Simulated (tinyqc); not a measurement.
Two-dimensional dopant profile at a mask edge: lateral junction, overlap and effective channel length: one step, computed by the program tinyqc. Command: `OMP_NUM_THREADS=1 python tinyqc.py 3021315 3021316 out.jsonl lateral walk`. One thread of a shared host (Intel(R) Xeon(R) Processor @ 2.30GHz), about 0.02 s of CPU time with the checks.

Ions enter for y < 0; the mask (spacer, then gate) covers y > 0. x is the depth. The surface reflects dopant during the anneal.

Problem. Lateral junction at the surface. Widths s_x^2 = (vertical straggle)^2 + 2 D t, s_y^2 = (lateral straggle)^2 + 2 D t. C(x, y) = V(x) (1/2) erfc(y/(sqrt2 s_y)), V(x) = Q/(sqrt(2 pi) s_x) [exp(-(x - R_p)^2/(2 s_x^2)) + exp(-(x + R_p)^2/(2 s_x^2))]; 1 nm = 1e-7 cm. The lateral junction at depth x solves C = C_B: y_j(x) = sqrt2 s_y erfc^-1(2 C_B/V(x)). Overlap under the gate = y_j(0) - spacer; metallurgical channel L_met = L_g - 2 overlap (tails from the two sides are not added). Abruptness at y_j(0) in nm per decade = ln(10) s_y sqrt(pi/2) exp(u^2) erfc(u), u = y_j/(sqrt2 s_y). Overlap capacitance per width = 3.9 eps_0 overlap/t_ox (zero if there is no overlap).

Inputs (values chosen for the exercise, modelled on a source-drain extension in silicon): channel doping C_B = 5.7e+17 1/cm^3; gate length L_g = 48 nm; offset spacer = 1.3 nm; oxide thickness = 2.7 nm.

s_y = 2.244994 nm

V at the surface = 9.338000e+20 1/cm^3

vertical junction x_j = 17.83938 nm

Constants: eps_0 = 8.8541878128e-12 F/m.

Give: lateral junction y_j(0); ratio y_j(0)/x_j; overlap; metallurgical channel L_met; lateral abruptness; overlap capacitance.

Solution.

lateral junction y_j(0) = 7.2602 nm

ratio y_j(0)/x_j = 0.40698

overlap = 5.9602 nm

metallurgical channel L_met = 36.080 nm

lateral abruptness = 1.4764 nm/decade

overlap capacitance = 0.076228 fF/um

The two overlaps take 25 % of the gate length. Caution: the peak exceeds usual solubilities, so part of the dose is inactive and diffusion is concentration dependent. Caution: the profile peaks below the surface, where the junction reaches further under the gate than y_j(0); the overlap given is the one at the surface.
